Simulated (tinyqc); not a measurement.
# Hydrogenic impurity: series, fields, screening, photoionisation and donor-acceptor pairs, step by step

A worked calculation. Computed by tinyqc, a small Python program that keeps every step. Command: `OMP_NUM_THREADS=1 python tinyqc.py 3028455 3028456 out.jsonl hydrogenic walk`. One thread of a shared host (Intel(R) Xeon(R) Processor @ 2.30GHz), about 0.01 s of CPU time with the checks. Intermediate numbers are printed to about 7 digits and carried at full precision; extremes and crossings named in words are read from the listed rows.

One isotropic, parabolic band. Effective units: Ry* and a*, in which H = -nabla^2 - 2/r.

Inputs (values chosen for the exercise, modelled on silicon): electron mass m = 0.319 m_0; dielectric constant eps = 11.7; donor density N = 8.5e+16 cm^-3; electric field F = 9600 V/cm; gap E_g = 1.19 eV; acceptor depth E_A = 63.4 meV; pair distance r = 92.5 angstrom; rate prefactor W_0 = 2e+08 1/s.

Parts treated: electric field and pairs.

Constants: Ry = 13.605693123 eV; a_0 = 0.529177210903 angstrom; h x 1 THz = 4.135667696 meV; hbar = 6.582119569e-16 eV s; e^2/(4 pi eps_0) = 14.39964548 eV angstrom.

## Effective units and the series

Ry* = Ry m/eps^2, a* = a_0 eps/m; level n is bound by Ry*/n^2; <r> = (3/2) a* in 1s; lines 1s -> np at Ry* (1 - 1/n^2); 1 THz = 4.135667696 meV.

Ry* = 31.70587 meV

a* = 19.40869 angstrom

<r> of 1s = 29.11304 angstrom

Series:
```
n  binding (meV)  line from 1s (meV)  line (THz)
2       7.926467            23.77940    5.749833
3       3.522874            28.18299    6.814617
4       1.981617            29.72425    7.187292
5       1.268235            30.43763    7.359787
```

## Overlap of donors

Wigner-Seitz radius r_s = (3/(4 pi N))^(1/3); Mott criterion N_c^(1/3) a* = 0.26; overlap of two 1s orbitals at distance d: S = exp(-x)(1 + x + x^2/3), x = d/a*, with d = N^(-1/3).

r_s = 141.0904 angstrom

Mott density = 2.403981e+18 cm^-3

N over the Mott density = 0.03535801

overlap S = 4.763243e-04

The sample is on the insulating side, with isolated donors.

## Stark effect and field ionisation

f = e F a*/(2 Ry*) is the field in atomic-like units. 1s shifts by -(9/2) f^2 Ry* (polarisability (9/2) a*^3), the n = 2 levels split linearly by +/- 6 f Ry*; the barrier top lies 4 sqrt(f) Ry* below the band edge and passes 1s at f = 1/16; the tunnelling rate of 1s is (2 Ry*/hbar) (4/f) exp(-2/(3 f)).

f = 0.02938312

shift of 1s = -0.1231822 meV

linear shift (+/-) of the outer n = 2 levels = 5.589704 meV

barrier lowering = 21.73945 meV

field at which the barrier passes 1s = 20419.89 V/cm

tunnelling rate of 1s = 1837220 1/s

The barrier lowering is 0.69 Ry*, so the n = 2 levels (0.25 Ry*) are already above the barrier, and their first-order splitting has lost its meaning.

## A donor-acceptor pair

No-phonon line h nu(r) = E_g - Ry* - E_A + e^2/(4 pi eps_0 eps r); rate W(r) = W_0 exp(-2 r/a*), the donor being the shallower centre; lifetime 1/W; zero field.

Coulomb term = 13.30529 meV

photon energy = 1.108199 eV

rate W = 14501.64 1/s

lifetime = 6.895772e-05 s

Caution: the acceptor is not much deeper than the donor, so its radius should enter the rate as well.

## The pair band in time

At delay t after a pulse the emission comes mostly from pairs with W(r) t = 1, so r = (a*/2) ln(W_0 t).

Dominant pairs:
```
delay (s)  r (angstrom)  Coulomb term (meV)  photon energy (eV)
1.00e-05        73.7618            16.68532            1.111579
1.00e-04        96.1069            12.80594            1.107700
1.00e-03       118.4520            10.39019            1.105284
1.00e-02       140.7970             8.74123            1.103635
1.00e-01       163.1421             7.54397            1.102438
1.00e+00       185.4872             6.63517            1.101529
1.00e+01       207.8323             5.92179            1.100816
```

Over six decades of delay the band moves down by 10.76 meV, since close pairs, which emit at higher energy, decay first; the shift per decade shrinks from 3.88 to 0.71 meV.
